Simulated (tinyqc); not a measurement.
Inside a calculation. Model: Heisenberg spin cluster by exact diagonalisation: multiplets, susceptibility, level crossings. Computed by tinyqc, a small Python program that keeps every step. Command: `OMP_NUM_THREADS=1 python tinyqc.py 3012477 3012478 out.jsonl spincl walk`. One thread of a shared host (Intel(R) Xeon(R) Processor @ 2.30GHz), about 0.01 s of CPU time with the checks. Intermediate numbers are printed to about 5 digits and carried at full precision; extremes and crossings named in words are read from the listed rows.

H = J1 sum S_i.S_j over the bonds 1-2 - g mu_B B S_z; J > 0 is antiferromagnetic.

Inputs (values chosen for the exercise, for a model cluster):
```
quantity,value,unit
exchange J1,0.462,meV
g factor,2.09,-
temperature T,1.1,K
field B,2.2,T
```

Cluster: dimer. Spin s of each site: 2.5.

Constants: k_B = 8.617333262e-05 eV/K; mu_B = 5.7883818060e-05 eV/T.

## The block with S_z = 0

Basis: products of m values. S_i.S_j = m_i m_j on the diagonal and (1/2) sqrt[s(s+1) - m_i(m_i+1)] sqrt[s(s+1) - m_j(m_j-1)], s the spin of a site, between states that differ by one flip up and one down.

H at B = 0 (meV):
```
,+2.5 -2.5,+1.5 -1.5,+0.5 -0.5,-0.5 +0.5,-1.5 +1.5,-2.5 +2.5
+2.5 -2.5,-2.8875,1.1550,0.0000,0.0000,0.0000,0.0000
+1.5 -1.5,1.1550,-1.0395,1.8480,0.0000,0.0000,0.0000
+0.5 -0.5,0.0000,1.8480,-0.1155,2.0790,0.0000,0.0000
-0.5 +0.5,0.0000,0.0000,2.0790,-0.1155,1.8480,0.0000
-1.5 +1.5,0.0000,0.0000,0.0000,1.8480,-1.0395,1.1550
-2.5 +2.5,0.0000,0.0000,0.0000,0.0000,1.1550,-2.8875
```

## Multiplets

Every multiplet has one member in the block S_z = 0; diagonalise it and read the total spin from <S^2> = S (S + 1).

Levels at B = 0:
```
E (meV),total S,number of multiplets
-4.0425,0,1
-3.5805,1,1
-2.6565,2,1
-1.2705,3,1
0.5775,4,1
2.8875,5,1
```

ground energy = -4.0425 meV

gap to the next level = 0.462 meV

The ground state has S = 0; the next level has S = 1. The highest spin, S = 5, lies at 2.888 meV, s^2 times the sum of all J, s the spin of a site.

## Thermal averages at zero field

Z = sum k (2S + 1) exp(-E/(k_B T)) over the table, k the number of multiplets; <S^2> likewise with the factor S (S + 1); chi T = N_A g^2 mu_B^2 <S^2>/(3 k_B) = 0.125049 g^2 <S^2> cm^3 K/mol (cgs, per mole of clusters); C = (<E^2> - <E>^2)/(k_B T)^2; entropy = ln Z + <E>/(k_B T).

<S^2> = 0.044846

chi T = 0.024496 cm^3 K/mol

heat capacity = 0.52102 k_B

entropy = 0.13196 k_B

Free spins would give <S^2> = 17.5 and the entropy 3.584 k_B; chi T is 0 % of the free value.

## Magnetisation in the field

Each multiplet splits as E - g mu_B B m; <S_z> is the Boltzmann mean. The first level crossing is at the smallest (E_S - E_0)/(g mu_B (S - S_0)) over higher spins (0 if the ground state has the highest spin).

<S_z> = 0.11143

first crossing field = 3.8189 T

Linear response would give g mu_B B <S^2>/(3 k_B T) = 0.0420.

## Susceptibility against the Curie-Weiss form

High-temperature form: chi T = C0/(1 - theta/T), C0 = 0.125049 g^2 n s (s + 1), k_B theta = -(2/3) s (s + 1) (sum of J over bonds)/n, n = 2; a dash where T <= 1.05 theta.

theta = -15.637 K

Against temperature:
```
T (K),chi T (cm^3 K/mol),Curie-Weiss,chi (cm^3/mol),C (k_B)
0.54,1.5983e-04,0.3191,2.9598e-04,0.0144
1.10,2.4496e-02,0.6282,2.2269e-02,0.5210
1.90,1.6825e-01,1.0356,8.8555e-02,1.0802
3.20,4.5345e-01,1.6239,1.4170e-01,1.0441
5.40,9.1069e-01,2.4537,1.6865e-01,1.0089
8.60,1.5658e+00,3.3918,1.8207e-01,1.0017
13.00,2.4545e+00,4.3394,1.8880e-01,0.9723
21.00,3.9061e+00,5.4791,1.8601e-01,0.7882
43.00,6.2602e+00,7.0098,1.4559e-01,0.3290
86.00,7.8317e+00,8.0883,9.1066e-02,0.0959
```

The Curie-Weiss form is within 3 % in the last 0 rows. chi passes a maximum, at 13 K among these rows, the mark of a singlet ground state; among these rows C is largest at 1.9 K, and the gap is 5.36 K.

Checks made by the program: the trace of H and the count of states (relative difference below 1e-10).
